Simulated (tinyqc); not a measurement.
Deformation potentials from a strained empirical pseudopotential: one step. Xu of the Delta valleys and b. Three cases, with inputs chosen for the exercise.

Problem. For e = diag(-h/2, -h/2, h): E(Delta z) - E(Delta x) = Xu (ezz - exx), and without spin-orbit coupling E(Z) - E(X, Y) = 3 b (ezz - exx); Z is the single level, X and Y the pair.

Case 1.

Values chosen (out of a larger set: near those of Si; not measured data): h = 0.005 (size of the test strain).

Delta x, Delta z (eV): [1.1068662, 1.1663346]

valence levels (eV): [-0.0496159, 0.0248079, 0.0248079]

Case 2.

Values chosen (out of a larger set: near those of Si; not measured data): h = 0.004 (size of the test strain).

Delta x, Delta z (eV): [0.9514835, 0.9999433]

valence levels (eV): [-0.0392559, 0.0196280, 0.0196280]

Case 3.

Values chosen (out of a larger set: a germanium-sized cell with gaps well above those of Ge; not measured data): h = 0.005 (size of the test strain).

Delta x, Delta z (eV): [1.3318046, 1.3896744]

valence levels (eV): [-0.0452537, 0.0226268, 0.0226268]

Give: Xu; b.

Solution.

Case 1.

Xu = 7.93 eV
b = -3.31 eV

Case 2.

Xu = 8.08 eV
b = -3.27 eV

Case 3.

Xu = 7.72 eV
b = -3.02 eV

Stretching along z raises the valleys on the z axis and lowers the Z valence state. One-sided differences carry an error of order h. A local potential fitted to band energies alone fixes these slopes only roughly; b tends to come out too large and Xu of L too small.

Computed by tinyqc, one run a case: `OMP_NUM_THREADS=1 python tinyqc.py N N+1 out.jsonl` with N = 1880984, 1880993, 1881009; one thread of a shared Intel(R) Xeon(R) Processor @ 2.30GHz, about 0.2 s a run at most.
